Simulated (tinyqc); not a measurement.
What each parameter does: type-II superlattice in the two-band Kane model.

Motion along the axis, period d = a + b, c = hbar^2/2m0. Conduction and light-hole bands couple: (E - Ec)(E - Ev) = Ep c k^2 in each layer, with mass m(E) = (E - Ev)/Ep, which may be negative. The conduction envelope psi and psi'/m(E) are continuous; a layer carries them by [[cos kt, (m/k) sin kt], [-(k/m) sin kt, cos kt]] (cosh and sinh for k^2 < 0), and cos(q d) = tr(M_B M_A)/2. C1 is the first miniband above EvB, with its bottom at tr/2 = +1 and its top at -1; the gap is the bottom of C1 less the top heavy-hole level HH1.

Heavy holes are uncoupled: with e = EvB - E, p = sqrt(mhB e/c), w = sqrt(mhA (EvB - EvA - e)/c), the top level HH1 at q = 0 solves (p/mhB) tan(p b/2) = (w/mhA) tanh(w a/2).

Constants: hbar^2/2m0 = 3.80998211 eV angstrom^2.

Values chosen for the exercise (near those of an InAs/GaSb superlattice; not measured data):
- a = 46 angstrom (layer A)
- b = 43 angstrom (layer B)
- EcA = 0 eV (conduction edge of A)
- EvA = -0.417 eV (valence edge of A)
- EcB = 0.935 eV (conduction edge of B)
- EvB = 0.129 eV (valence edge of B)
- EpA = 14.6 eV (coupling energy in A)
- EpB = 18.2 eV (coupling energy in B)
- mhA = 0.33 m0 (heavy hole in A)
- mhB = 0.27 m0 (heavy hole in B)

Bottom and width of C1, HH1 and the gap.

Results for these values:
```
case  C1 (eV)  width (meV)  HH1 (eV)  gap (meV)
base   0.2417         44.3    0.0818      159.9
```

What happens to each result for mhB = 0.31 m0, all else kept?

Answer: C1 does not change at the printed digits; width does not change at the printed digits; HH1 rises from 0.0818 to 0.0857; gap falls from 159.9 to 156.1.

The same for each parameter in turn:
```
case             C1 (eV)  width (meV)  HH1 (eV)  gap (meV)
base              0.2417         44.3    0.0818      159.9
a = 43 angstrom   0.2598         46.8    0.0818      178.0
b = 40 angstrom   0.2381         49.8    0.0762      161.9
EvB = 0.109 eV    0.2401         41.8    0.0622      177.9
EcB = 0.985 eV    0.2457         40.8    0.0818      163.9
EvA = -0.447 eV   0.2373         43.2    0.0813      156.0
EpA = 15.8 eV     0.2494         46.8    0.0818      167.6
mhB = 0.31 m0     0.2417         44.3    0.0857      156.1
```

(tinyqc, `OMP_NUM_THREADS=1 python tinyqc.py 1252401 1252402 out.jsonl`, Intel(R) Xeon(R) Processor @ 2.30GHz, 1 thread, shared host, about 0.2 s.)
